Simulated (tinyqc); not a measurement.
Chemical vapour deposition: Grove model, boundary layer, depletion and step coverage. From rate at the outlet over rate at the inlet back to total pressure p. Computed by tinyqc, a small Python program. Command: `OMP_NUM_THREADS=1 python tinyqc.py 3029174 3029175 out.jsonl cvd inv`. One thread of a shared host (Intel(R) Xeon(R) Processor @ 2.30GHz), about 0.01 s of CPU time with the checks.

A precursor diffuses to the surface and reacts there at first order; each molecule that reacts adds one formula unit of film.

Inputs (values chosen for the exercise, close to those used for epitaxial silicon from a chlorosilane):
```
quantity                                            value                unit
prefactor k0 of k_s                               6.8e+06                cm/s
activation energy E                                  1.96                  eV
temperature T                                        1190                   C
mole fraction of the precursor Y                   0.0021                   -
gas diffusivity D0 at 273.15 K and 760 torr          0.25              cm^2/s
film density N                                      5e+22  formula units/cm^3
precursor mass M                                    135.5                   u
gas velocity U                                        8.7                cm/s
kinematic viscosity nu0 at 273.15 K and 760 torr      0.6              cm^2/s
susceptor length L                                     31                  cm
channel height b                                      9.7                  cm
```

Reactor: horizontal, reduced pressure.

Constants: k_B = 1.380649e-23 J/K; u = 1.6605390666e-27 kg; k_B = 8.617333262e-05 eV/K.

Method:
- k_s = k0 exp(-E/(k_B T)); C_g = Y p/(k_B T), 1 torr = 133.322 Pa; D = D0 (T/273.15)^1.75 (760/p).
- Temperatures in kelvin are T(C) + 273.15.
- Mean speed c = sqrt(8 k_B T/(pi M)); reactive sticking probability beta = 4 k_s/c.
- nu = nu0 (T/273.15)^1.75 (760/p); Re = U L/nu; mean boundary layer delta = (2/3) L/sqrt(Re), at most b/2; h_g = D/delta.
- Fluxes in series: C_s = C_g/(1 + k_s/h_g); growth rate G = k_s h_g/(k_s + h_g) C_g/N; 1 cm/s = 6e8 nm/min.
- Plug flow: U b dC/dx = -k_eff C with k_eff = k_s h_g/(k_s + h_g), so C falls as exp(-k_eff x/(U b)); the used share of the precursor is 1 - C(L)/C(0).

Problem. A run gave the result below. Find the total pressure p, known to lie between 63 and 150 torr.

rate at the outlet over rate at the inlet = 0.6775424

Solution.

Each step takes the trial c = (a f_b - b f_a)/(f_b - f_a), f being the result less the target and a, b, c the logarithms of the listed values; c replaces end b, the old b replaces a if the sign of f changed, and otherwise f_a is halved.

Scan of the range:
```
total pressure p (torr)  rate at the outlet over rate at the inlet
63.0                                                      0.669178
72.8                                                      0.673032
84.1                                                      0.677368
97.2                                                      0.682255
112.0                                                     0.687604
130.0                                                     0.693874
150.0                                                     0.700556
```

False position (Illinois rule, in the logarithm of the input) inside the bracket:
```
step    end a    end b    trial  rate at the outlet over rate at the inlet
1     84.1000  97.2000  84.5349                                   0.677533
2     97.2000  84.5349  84.5587                                   0.677542
3     97.2000  84.5587  84.5613                                   0.677543
4     84.5587  84.5613  84.5600                                   0.677542
```

Rate at the outlet over rate at the inlet rises at every point of a 13-point scan of the range (every second point is shown), so one value fits; it is bracketed by 84.1 and 97.2. Answer: total pressure p = 84.56 torr.

Caution: the boundary layer is capped at b/2, so U, L and nu no longer affect h_g.
